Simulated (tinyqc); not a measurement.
Contact resistivity and sheet resistance from two contact lengths.

Problem. Rc = [sqrt(rc Rsh)/Wc] coth(Lc/(2 LT)), LT = sqrt(rc/Rsh), Wc = 30 nm; the second contact is twice as long as the first. Find LT, rc and Rsh.

Rc for Lc = 13 and 26 nm (ohm): [1393.63141, 710.269766]

Solution. With t = tanh(Lc/(2 LT)) for the shorter contact, the resistance of the longer over that of the shorter is (1 + t^2)/2. Then sqrt(rc Rsh) = Rc t Wc, and rc and Rsh follow by multiplying and dividing by LT.

LT = 46.48 nm
rc = 2.700e-9 ohm cm^2
Rsh = 125.0 ohm

Program tinyqc, `OMP_NUM_THREADS=1 python tinyqc.py 2170089 2170090 out.jsonl`; Intel Xeon 2.30GHz, shared host, one thread, about 0.06 s.
